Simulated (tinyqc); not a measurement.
Which input was changed? Model: size effects in the resistivity of thin metal films and interconnect lines. Computed by tinyqc, a small Python program. Command: `OMP_NUM_THREADS=1 python tinyqc.py 3011019 3011020 out.jsonl size which`. One thread of a shared host (Intel(R) Xeon(R) Processor @ 2.30GHz), about 0.05 s of CPU time with the checks.

Electrons lose their drift at surfaces (a share 1 - p of the hits) and at grain boundaries (reflection R), besides bulk scattering.

Inputs (values chosen for the exercise, modelled on ruthenium): bulk resistivity rho_b = 7.63 microohm cm; bulk mean free path lambda = 6.55 nm; specularity p = 0; grain-boundary reflection R = 0.53; film thickness h = 7.4 nm; grain size over thickness = 2.5.

Geometry: film.

Method:
- D = (ratio) h.
- Mayadas-Shatzkes: alpha = (lambda/D) R/(1 - R); rho_b/rho = 1 - 3 alpha/2 + 3 alpha^2 - 3 alpha^3 ln(1 + 1/alpha).
- Fuchs-Sondheimer film: rho_b/rho = 1 - (3/(2 kappa))(1 - p) int_0^1 (s - s^3)(1 - exp(-kappa/s))/(1 - p exp(-kappa/s)) ds, f = rho/rho_b, kappa = thickness/lambda, 80 Gauss-Legendre points.
- Both together (Mayadas-Shatzkes film): rho_b/rho = (rho_b/rho of the grains alone) - (6/(pi kappa))(1 - p) int_0^(pi/2) dphi int_0^1 ds (cos^2 phi/H^2)(s - s^3)(1 - exp(-kappa H/s))/(1 - p exp(-kappa H/s)), H = 1 + alpha/(cos phi sqrt(1 - s^2)), 40 x 80 Gauss-Legendre points.
- Sheet resistance rho/h; additive estimate rho_b (f_surface + f_grain - 1).

Question. One of these inputs alone was changed, within the range given: bulk resistivity rho_b (3.815 to 15.26); bulk mean free path lambda (3.275 to 13.1); grain-boundary reflection R (0.265 to 0.9); film thickness h (3.7 to 14.8). Which one, and to what value?

Results:
```
run     sheet resistance (ohm)  rho/rho_b from surfaces  rho/rho_b from grains
before                19.95591                 1.407378               1.562770
after                 16.21581                 1.407378               1.562770
```

Answer.

Each candidate set to reproduce sheet resistance, and what it then gives:
```
candidate                             range searched  value needed  rho/rho_b from surfaces  rho/rho_b from grains
bulk resistivity rho_b (microohm cm)  3.815 to 15.26         6.200                   1.4074                 1.5628
bulk mean free path lambda (nm)        3.275 to 13.1         4.016                   1.2415                 1.3495
grain-boundary reflection R             0.265 to 0.9  out of reach                        -                      -
film thickness h (nm)                    3.7 to 14.8         8.525                   1.3510                 1.4903
```

Only bulk resistivity rho_b fits every result: it went from 7.63 to 6.20 microohm cm. The next best candidate, film thickness h, misses one result by 4.6 %.
